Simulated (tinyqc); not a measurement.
States in the gap of a film: thin (001) film in sp3s* tight binding with raised dangling bonds.

Planes alternate anion (a), cation (c) along [001], a/4 apart, starting with an anion; zero in-plane momentum; levels counted from the bulk Ev, the lower root of [[Epa, Vxx], [Vxx, Epc]]; no spin-orbit coupling. Block of s, pz, s*: from an anion to the cation above, Vss/2 (s,s), Vsapc/2 (s,z), -Vscpa/2 (z,s), Vxx/2 (z,z), Vxapc/2 (s*,z), -Vpaxc/2 (z,s*); to the cation below the same with the s-z and s*-z signs reversed. Block of u = (px + py)/sqrt2 and v = (px - py)/sqrt2: to the cation above (Vxx + Vxy)/2 for u and (Vxx - Vxy)/2 for v, to the cation below the reverse. Each surface atom has two dangling sp3 hybrids; raising both by dl adds (dl/2) [[1, t], [t, 1]] to its s, pz levels (t = -1 at the bottom face, +1 at the top) and dl to the one of u, v in whose plane the missing bonds lie (v for a bottom anion or a top cation, u for a top anion).

Inputs chosen for the exercise (out of a larger set: near a published set for SiC, fitted to gaps, whose masses and valley positions are rough; not measured data): p = (-8.479, 2.124, -4.831, 4.341, 9.643, 9.319, -12.389, 3.048, 5.927, 9.482, 9.181, 8.74, 4.401) eV (order Esa, Epa, Esc, Epc, Exa, Exc, Vss, Vxx, Vxy, Vsapc, Vscpa, Vxapc, Vpaxc); Nw = 23 (planes in the thicker film).

edges (eV): Gamma 5.87836, Delta 2.30432

Levels between 0 and the lower bulk edge, the largest weight on the two outer planes of both faces among them, and the nearest levels outside, for several shifts dl.

Film of Nw planes:

| dl (eV) | levels in the gap | at (eV) | surface weight | next above (eV) | next below (eV) |
|---|---|---|---|---|---|
| 0 | 4 | 0.287, 0.367, 2.135, 2.135 | 0.90 | 2.3355 | -0.0672 |
| 1 | 2 | 0.743, 0.776 | 0.74 | 2.3359 | -0.0660 |
| 2 | 2 | 1.267, 1.282 | 0.80 | 2.3367 | -0.0653 |
| 3 | 2 | 1.820, 1.827 | 0.82 | 2.3391 | -0.0648 |
| 5 | 0 | - | - | 2.3293 | -0.0642 |
| 10 | 0 | - | - | 2.3334 | -0.0635 |
| 30 | 0 | - | - | 2.3341 | -0.0628 |
| 100 | 0 | - | - | 2.3342 | -0.0625 |

Can the levels of the bare film be read as confined subbands?

No: with bare surfaces (dl = 0) 4 levels lie in the bulk gap, with up to 90 % of the weight on the four outer planes, two a face, where an even spread gives 17 %; these are dangling-bond states, not subbands. The reruns show the bulk gap clear from dl = 5 eV on, and at dl = 30 eV the next level above lies -0.1 meV from its value at 100 eV.

Program tinyqc; command `OMP_NUM_THREADS=1 python tinyqc.py 1481158 1481159 out.jsonl`; about 0.4 s on one thread of a shared Intel(R) Xeon(R) Processor @ 2.30GHz.
